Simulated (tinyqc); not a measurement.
Vibrations of a mass or spring defect in a linear chain: one step, computed by the program tinyqc. Command: `OMP_NUM_THREADS=1 python tinyqc.py 3013297 3013298 out.jsonl localmode walk`. One thread of a shared host (Intel(R) Xeon(R) Processor @ 2.30GHz), about 0.01 s of CPU time with the checks.

A ring of N atoms with nearest-neighbour springs k and motion along the chain. Atom 1 is the defect, of mass M', and its two springs are k'. Odd sites are A (the defect replaces an A atom), even sites B.

Task: Frequencies of the ring. Diagonalise D and leave out the zero eigenvalue of the uniform shift. nu = 15.6333042 THz x sqrt(lambda), lambda in eV/(angstrom^2 u).

Host: diatomic.

D (eV/(angstrom^2 u)):
```
            1           2           3           4           5           6
1   0.8588496  -0.1565730   0.0000000   0.0000000   0.0000000  -0.1565730
2  -0.1565730   0.0951471  -0.0719244   0.0000000   0.0000000   0.0000000
3   0.0000000  -0.0719244   0.2718487  -0.0719244   0.0000000   0.0000000
4   0.0000000   0.0000000  -0.0719244   0.0761176  -0.0719244   0.0000000
5   0.0000000   0.0000000   0.0000000  -0.0719244   0.2718487  -0.0719244
6  -0.1565730   0.0000000   0.0000000   0.0000000  -0.0719244   0.0951471
```

Constants: nu for 1 eV/(angstrom^2 u) = 15.6333042 THz.

Give: nonzero frequencies.

Result:

nonzero frequencies (THz): 3.644  4.124  8.526  8.963  14.986
